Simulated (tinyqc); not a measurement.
Input admittance of a MOSFET at zero drain bias: distributed channel and distributed gate: one step of the calculation.

Source and drain grounded, strong inversion, w = 2 pi f, Cox = eps0 eox/tox. The channel is an RC line of resistance 1/(mu Cox Vo) per square fed from both ends, so one finger has the intrinsic admittance y = i w Cox L tanh(g)/g per width, g = (1/2) sqrt(i w tau), tau = L^2/(mu Vo). The vertical resistance rv/L is in series with y, the overlaps 2 i w Cov in parallel: y_t = 1/(1/y + rv/L) + 2 i w Cov. The gate strip is a line of Rsh/L per length loaded by y_t, so a finger has Y = y_t Wf tanh(k)/k, k = (Wf/sd) sqrt(y_t Rsh/L); the device has Nf Y.

Problem. Low-frequency resistances and capacitance. Low-frequency limits, with c = Cox L and ct = c + 2 Cov: R_strip = Rsh Wf/(3 sd^2 L Nf), R_ch = (c/ct)^2 L/(12 mu Cox Vo Wf Nf), R_vert = (c/ct)^2 rv/(L Wf Nf), C = ct Wf Nf.

Values chosen for this exercise; values of the order met in silicon radio-frequency transistors: relative permittivity of the gate insulator (close to silicon dioxide) eox = 3.9; insulator thickness tox = 1.9 nm; channel length L = 0.065 um; finger width Wf = 4 um; number of fingers Nf = 8; channel mobility mu = 170 cm^2/(V s); gate overdrive Vo = 0.3 V; sheet resistance of the gate Rsh = 20 ohm/square; vertical resistivity of the gate stack rv = 6 ohm um^2; number of ends at which a finger is contacted sd = 2; overlap and fringe capacitance on each side Cov = 0.2 fF/um.

Constants: eps0 = 8.8541878128e-14 F/cm where lengths are in cm. Results are converted to the units shown.

Find: parts; sum; C; 1/(2 pi R C).

Solution.

parts (ohm): strip 12.82, channel 1.019, vertical 1.610
sum = 15.45 ohm
C = 50.60 fF
1/(2 pi R C) = 203.6 GHz

The strip term is the largest, 83.0 % of the sum.

Numbers from tinyqc (`OMP_NUM_THREADS=1 python tinyqc.py 2262229 2262230 out.jsonl`; about 0.01 s on one thread of a shared Intel Xeon 2.30GHz).
